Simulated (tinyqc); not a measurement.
Formation energy of a charged point defect from supercell energies: one step, computed by the program tinyqc. Command: `OMP_NUM_THREADS=1 python tinyqc.py 3018002 3018003 out.jsonl formation walk`. One thread of a shared host (Intel(R) Xeon(R) Processor @ 2.30GHz), about 0.01 s of CPU time with the checks.

The host is a compound AB. Making the defect adds n_A = 0, n_B = -1, n_X = 1 atoms to the cell. All total energies are inputs. E_F is counted from the valence-band maximum (VBM); x = 0 is A-rich and x = 1 B-rich growth.

Task: Transition levels and the lower envelope. eps(q/q') = [E_f(q', 0) - E_f(q, 0)]/(q - q'). U of state q is eps(q/q-1) - eps(q+1/q). The stable state at each E_F is the lowest line E_f(q, 0) + q E_F.

Inputs (values chosen for the exercise, with gap and screening modelled on CdS): gap E_g = 2.55 eV.

Defect: impurity X on a B site. Supercell lattice: fcc.

E_f(q, 0) (eV): (q=+1) -0.066470, (q=0) 2.235950, (q=-1) 4.011530

Give: One-electron levels above the VBM (eV); Stable states.

Result:

One-electron levels above the VBM (eV):
```
level   energy  U of the state between this level and the next
(+1/0)   2.302                                         -0.5268
(0/-1)   1.776                                               -
```

Stable states:
```
q   from E_F (eV)  to E_F (eV)
+1          0.000        2.039
-1          2.039        2.550
```

Stable in the gap, from the VBM up: +1, -1. State 0 is never the lowest: its U is negative, so two such centres gain by exchanging an electron. Caution: E_f at E_F = 0 is negative for at least one charge state, so in equilibrium E_F cannot reach the valence-band maximum.
